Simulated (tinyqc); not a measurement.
Programming of a floating-gate cell by Fowler-Nordheim tunnelling: one step of the calculation.

Per tunnel area the floating gate has Ctun = 3.9 eps0/tox to the channel (0 V) and Ccg to the control gate, Ct = Ctun/(1 - ag), no other coupling. With the threshold shift U = -Q/Ccg the field is F = ag (Vg - U)/tox, and dU/dt = J/Ccg. Fowler-Nordheim: J = A F^2 exp(-B/F), A = q^2/(16 pi^2 hbar mo phi) (times 1e14 for A/cm^2 with F in V/nm, emitter mass m0), B = (4/3) sqrt(mo/C) phi^1.5, C = hbar^2/(2 m0).

Problem. Constants of the cell. A, B, Ccg = ag Ct, the starting field and current, K = A B ag/(Ccg tox), and the knee time t0 = exp(B/F(0))/K.

Values chosen for this exercise; oxide values close to those of silicon dioxide:
- phi = 3.2 eV (tunnel barrier)
- mo = 0.49 m0 (tunnelling mass)
- tox = 9.8 nm (tunnel oxide thickness)
- ag = 0.71 (coupling ratio Ccg/Ct)
- ar = 460 nm^2 (tunnel area)
- Vt0 = -1.4 V (threshold shift at the start)
- Vg = 16 V (control-gate voltage)

Constants: q = 1.602176634e-19 C, hbar = 1.054571817e-34 J s, m0 = 9.1093837015e-31 kg, eps0 = 8.8541878128e-14 F/cm where lengths are in cm, hbar^2/(2 m0) = 0.0380998212 eV nm^2. Results are converted to the units shown.

Wanted: A; B; Ccg; F(0); J(0); K; t0; electrons for 1 V of shift.

Solution.

A = 9.831e7 A cm^-2 (V/nm)^-2
B = 27.37 V/nm
Ccg = 0.8627 uF/cm^2
F(0) = 1.261 V/nm
J(0) = 0.05807 A/cm^2
K = 2.260e14 1/s
t0 = 11.91 us
electrons for 1 V of shift = 24.77

Range of the model: Programming fields of 10 MV/cm and more wear the oxide; trapping and the channel potential are ignored.

tinyqc, about 0.01 s, one thread, Intel Xeon 2.30GHz (shared host): `OMP_NUM_THREADS=1 python tinyqc.py 2130098 2130099 out.jsonl`
